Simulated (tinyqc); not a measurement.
## Fixed charge and work-function difference from two thicknesses

Inverse problem. With a fixed charge q Nf at the interface, Vfb = phi_ms - q Nf tox/(eps0 eox). Find Nf and phi_ms.

Inputs (values chosen for the exercise): relative permittivity of the gate insulator (close to silicon dioxide) eox = 3.9.

Constants: q = 1.602176634e-19 C, eps0 = 8.8541878128e-14 F/cm where lengths are in cm. Results are converted to the units shown.

Vfb at tox = 5 and 18 nm (V): [-0.14767152, -0.21402032]

Solution. Vfb is a straight line in tox: the slope gives Nf and the intercept at zero thickness phi_ms.

Nf = 1.10e11 cm^-2
phi_ms = -0.122 V

tinyqc, about 0.01 s, one thread, Intel Xeon 2.30GHz (shared host): `OMP_NUM_THREADS=1 python tinyqc.py 2060104 2060105 out.jsonl`
